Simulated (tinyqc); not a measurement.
# Scale length and length offset from two DIBL values

Question. DIBL = exp(-Le/(2 l)) + 2 exp(-Le/l) with Le = L - dL. Find l, dL and the drawn length for a DIBL of 100 mV/V.

DIBL at drawn lengths 54 and 94 nm (mV/V): [91.306218, 10.901250]

Solution. With e = exp(-Le/(2 l)), 2 e^2 + e = DIBL gives e and so Le/l at each length; Le/l is a straight line in L with slope 1/l.

l = 10.0 nm
dL = 3.20 nm
length for 100 mV/V = 52.4 nm

Computed by the program tinyqc: `OMP_NUM_THREADS=1 python tinyqc.py 2002137 2002138 out.jsonl`, one thread of a shared Intel Xeon 2.30GHz, about 0.01 s for the whole run.
